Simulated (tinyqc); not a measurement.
## Barrier from its over-barrier resonances

Inverse problem. A flat barrier of width d = 3.7 nm between equal leads transmits fully where k d = n pi, that is at E_n = U + C (n pi/d)^2/m, C = hbar^2/(2 m0), whatever the lead mass. Find m and U.

Constants: q = 1.602176634e-19 C, hbar = 1.054571817e-34 J s, m0 = 9.1093837015e-31 kg, hbar^2/(2 m0) = 0.0380998212 eV nm^2. Results are converted to the units shown.

energies of resonances n = 2 and 3 (eV): [1.4707781, 2.9967506]

Solution. The spacing is 5 C (pi/d)^2/m, which gives m; either energy then gives U.

m = 0.09000 m0
U = 0.2500 eV

Computed by the program tinyqc: `OMP_NUM_THREADS=1 python tinyqc.py 2560121 2560122 out.jsonl`, one thread of a shared Intel Xeon 2.30GHz, about 0.01 s for the whole run.
